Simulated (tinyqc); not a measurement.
From results back to parameters: BHZ model on a square lattice (one spin block). Three cases, with inputs chosen for the exercise.

Problem. Near Gamma E = -D k^2 -/+ sqrt(A^2 k^2 + (M - B k^2)^2), so the curvature of the upper band, E = |M| + c+ k^2, is c+ = -D + A^2/(2|M|) - B sign(M), and of the lower one c- = -D - A^2/(2|M|) + B sign(M). M and A are given; c+ and c- come from hidden B and D.

Find: D, B; order of the bands.

Method. The mean of the curvatures is -D; half their difference is A^2/(2|M|) - B sign(M). The bands are inverted where M/B > 0.

Case 1.

Values chosen (out of a larger set: of the size used for HgTe wells; not measured data): A = 3.71 eV angstrom; M = -0.0061 eV (mass term).

c+, c- (eV angstrom^2): 1107.905  -1013.905

Solution.

D, B (eV angstrom^2): -47.0  -67.3

order of the bands: inverted

Case 2.

Values chosen (out of a larger set: of the size used for HgTe wells; not measured data): A = 3.59 eV angstrom; M = 0.0249 eV (mass term).

c+, c- (eV angstrom^2): 376.797  -272.997

Solution.

D, B (eV angstrom^2): -51.9  -66.1

order of the bands: normal

Case 3.

Values chosen (out of a larger set: of the size used for HgTe wells; not measured data): A = 3.7 eV angstrom; M = 0.0129 eV (mass term).

c+, c- (eV angstrom^2): 651.320  -537.720

Solution.

D, B (eV angstrom^2): -56.8  -63.9

order of the bands: normal

Computed by tinyqc, one run a case: `OMP_NUM_THREADS=1 python tinyqc.py N N+1 out.jsonl` with N = 1480928, 1480935, 1480966; one thread of a shared Intel(R) Xeon(R) Processor @ 2.30GHz, about 0.2 s a run at most.
